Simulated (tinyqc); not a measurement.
Landau-Devonshire theory of a uniaxial ferroelectric. Changing the screening length lambda. Computed by tinyqc, a small Python program. Command: `OMP_NUM_THREADS=1 python tinyqc.py 3022913 3022914 out.jsonl ferro sweep`. One thread of a shared host (Intel(R) Xeon(R) Processor @ 2.30GHz), about 0.01 s of CPU time with the checks.

G(P) = (alpha/2) P^2 + (beta*/4) P^4 + (gamma/6) P^6 - E P per volume, SI units, one domain, P along the polar axis.

Inputs (values chosen for the exercise, modelled on lead titanate): alpha_0 = 790000 J m/(C^2 K); Curie-Weiss temperature T0 = 752 K; beta = -2.81e+08 J m^5/C^4; gamma = 1.57e+09 J m^9/C^6; temperature T = 669 K; film thickness d = 15 nm; background permittivity eps_b = 20.

Sample: free crystal.

Constants: eps_0 = 8.8541878128e-12 F/m.

Method:
- alpha = alpha_0 (T - T0*), T0* = T0, beta* = beta.
- Between shorted electrodes with screening length lambda each, the depolarising field is -k P, k = 2 lambda/(eps_0 (d + 2 lambda eps_b)), so alpha turns into alpha + k.
- Ps^2 = [-beta* + sqrt(beta*^2 - 4 alpha gamma)]/(2 gamma).
- The polar state is the lowest uniform state while alpha + k < 0 (beta* > 0) or < 3 beta*^2/(16 gamma) (beta* < 0); setting the equality gives the critical thickness d_c.

One run for each value; columns: (1) screening length lambda (nm); (2) critical thickness d_c (nm); (3) depolarising coefficient k (J m/C^2); (4) polarisation of the film (microcoulomb/cm^2); (5) size of the depolarising field (MV/m):
```
(1)        (2)         (3)     (4)     (5)
0.0010    2.97  1.5019e+07  53.852   8.088
0.0019    5.65  2.8467e+07  51.708  14.720
0.0037   11.00  5.5173e+07  45.875  25.310
0.0072   21.40  1.0638e+08   0.000   0.000
0.0140   41.60  2.0324e+08   0.000   0.000
0.0270   80.24  3.7928e+08   0.000   0.000
0.0520  154.53  6.8770e+08   0.000   0.000
0.1000  297.18  1.1889e+09   0.000   0.000
```

Over the rows, critical thickness d_c (nm) rises from 2.97 to 297 (exponent d ln y / d ln x about 1.0 throughout); depolarising coefficient k (J m/C^2) rises from 1.50e7 to 1.19e9 (exponent d ln y / d ln x 1.00 between the first rows and 0.84 between the last); polarisation of the film (microcoulomb/cm^2) falls from 53.9 to 0, flat over part of the range. The exponent of critical thickness d_c stays at 1: k depends on lambda/d.

Extremes, crossings and ranges named in words are read from the listed rows.
